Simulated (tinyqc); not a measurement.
Bias-temperature instability, empirical power law with universal recovery: effect of the measurement delay.

Threshold-voltage shift at the end of a stress: dV = A (V/V0)^g exp[-(Ea q/kB)(1/T - 1/T0)] (t/1 s)^n. After a delay tr the permanent share pp stays and the rest falls by r = 1/(1 + B (tr/t)^be). An empirical model: its parameters are fits, not properties.

At V0 and T0. The apparent n comes from the measured shifts at ts/100 and ts, and the projection extends that line from ts to ten years (3.15576e8 s).

Values chosen for this exercise:
```
symbol,value,unit,meaning
V0,1.6,V,reference stress voltage
T0,398,K,reference temperature
A,5.3,mV,shift after 1 s at V0 and T0
n,0.13,,time exponent
g,5,,voltage exponent
Ea,0.19,eV,apparent activation energy of the shift
pp,0.25,,permanent share
B,1.6,,recovery scale
be,0.1,,recovery dispersion
ts,100,s,stress time
```

Constants: q = 1.602176634e-19 C, kB = 1.380649e-23 J/K. Results are converted to the units shown.

The same in every row: true shift (mV) = 67.48.

Results:
```
tr (s)  share left at ts  apparent n  projected shift (mV)
1e-6              0.8483      0.1468                 73.64
1e-5              0.8185      0.1496                 74.01
0.0001            0.7850      0.1524                 74.02
0.001             0.7480      0.1551                 73.54
0.01              0.7082      0.1577                 72.38
0.1               0.6662      0.1600                 70.43
10                0.5803      0.1628                 64.01
```

Estimate the missing row, tr = 1 s.

Computed row:
```
tr (s)  share left at ts  apparent n  projected shift (mV)
1                 0.6232      0.1617                 67.63
```

With this row back in the table: The share left falls from 0.848 to 0.580 and the apparent n rises from 0.147 to 0.163. The projection is 9.1 % above the true ten-year shift in the first row and 5.1 % below it in the last: a lower start and a steeper slope work against each other.

Computed by the program tinyqc: `OMP_NUM_THREADS=1 python tinyqc.py 2070024 2070025 out.jsonl`, one thread of a shared Intel Xeon 2.30GHz, about 0.01 s for the whole run.
